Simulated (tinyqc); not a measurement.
Ballistic Schottky-barrier transistor with a two-dimensional channel, WKB contacts: one step of the calculation.

Source Fermi level 0, drain Fermi level -Vd. Far from the contacts Ec = pn - psi, and the gate moves psi one to one; the band edges relax as exp(-x/lam) from pn at the source and pn - Vd at the drain; Ev = Ec - Eg. A carrier of energy w inside the channel band meets at a contact a barrier of height D (the contact edge beyond the channel edge): T = 1 for w >= D, else exp(-S), S = 4 lam sqrt(m/C) [sqrt(D - w) - sqrt(w) arctan sqrt((D - w)/w)], C = hbar^2/(2 m0). The two contacts combine as Ts Td/(Ts + Td - Ts Td).

Question. Transmission of one of the electrons. S and T at both contacts for w = w0, and the tunnelling distance lam ln(D/w) at the higher barrier.

Parameters, values chosen for the exercise; channel values close to those of a tungsten diselenide layer:

| symbol | value | unit | meaning |
|---|---|---|---|
| mn | 0.37 | m0 | electron mass |
| lam | 2.8 | nm | screening length at the contacts |
| w0 | 0.58 | eV | energy of one carrier inside the channel band |

Constants: q = 1.602176634e-19 C, hbar = 1.054571817e-34 J s, m0 = 9.1093837015e-31 kg, hbar^2/(2 m0) = 0.0380998212 eV nm^2. Results are converted to the units shown.

D for electrons (eV): source 1.0800000, drain 1.0300000

Give: S at the source; S at the drain; combined T; tunnelling distance.

Answer.

S at the source = 4.789
S at the drain = 4.219
combined T = 0.005346
tunnelling distance = 1.741 nm

Range of the model: No scattering, image-force lowering, channel charge or band-to-band tunnelling; parabolic kappa overstates S deep in the gap.

Numbers from tinyqc (`OMP_NUM_THREADS=1 python tinyqc.py 2390122 2390123 out.jsonl`; about 0.3 s on one thread of a shared Intel Xeon 2.30GHz).
